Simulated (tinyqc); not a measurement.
Concentration-dependent dopant diffusion with charged defects and the built-in field. From enhancement D_s/D_i back to surface concentration C_s. Computed by tinyqc, a small Python program. Command: `OMP_NUM_THREADS=1 python tinyqc.py 3020241 3020242 out.jsonl extrinsic inv`. One thread of a shared host (Intel(R) Xeon(R) Processor @ 2.30GHz), about 0.1 s of CPU time with the checks.

A constant source C_s feeds a half space. The dopant moves through neutral point defects and through charged ones, whose number grows with the majority carrier density n.

Inputs (values chosen for the exercise, modelled on boron in silicon):
```
quantity                       value    unit
neutral prefactor D0x         0.0539  cm^2/s
neutral activation energy E0     3.5      eV
singly charged prefactor D01   0.993  cm^2/s
activation energy E1             3.5      eV
temperature T                   1075       C
```

Field enhancement: on.

Constants: k_B = 8.617333262e-05 eV/K.

Method:
- n_i = 3.87e16 T^1.5 exp(-7014/T) per cm^3 (T in kelvin, an empirical form); each D = prefactor x exp(-E/(k_B T)); the intrinsic diffusivity D_i is their sum.
- Temperatures in kelvin are T(C) + 273.15.
- n = C/2 + sqrt(C^2/4 + n_i^2); D(C) = h [Dx + D1 (n/n_i)], h = 1 + C/sqrt(C^2 + 4 n_i^2).

Question. A run gave the result below. Find the surface concentration C_s, known to lie between 4.8e+18 and 1.1e+19 1/cm^3.

enhancement D_s/D_i = 2.098846

Answer.

Each step takes the trial c = (a f_b - b f_a)/(f_b - f_a), f being the result less the target and a, b, c the logarithms of the listed values; c replaces end b, the old b replaces a if the sign of f changed, and otherwise f_a is halved.

Scan of the range:
```
surface concentration C_s (1/cm^3)  enhancement D_s/D_i
4.80e+18                                        1.51565
5.51e+18                                        1.60347
6.33e+18                                        1.70825
7.27e+18                                        1.83255
8.34e+18                                        1.97912
9.58e+18                                        2.15519
1.10e+19                                        2.36416
```

False position (Illinois rule, in the logarithm of the input) inside the bracket:
```
step        end a        end b        trial  enhancement D_s/D_i
1     8.34000e+18  9.58000e+18  9.16434e+18              2.09547
2     9.58000e+18  9.16434e+18  9.18738e+18              2.09876
3     9.58000e+18  9.18738e+18  9.18858e+18              2.09893
4     9.18738e+18  9.18858e+18  9.18800e+18              2.09885
5     9.18858e+18  9.18800e+18  9.18800e+18              2.09885
```

Enhancement D_s/D_i rises at every point of a 13-point scan of the range (every second point is shown), so one value fits; it is bracketed by 8.34e18 and 9.58e18. Answer: surface concentration C_s = 9.188e18 1/cm^3.
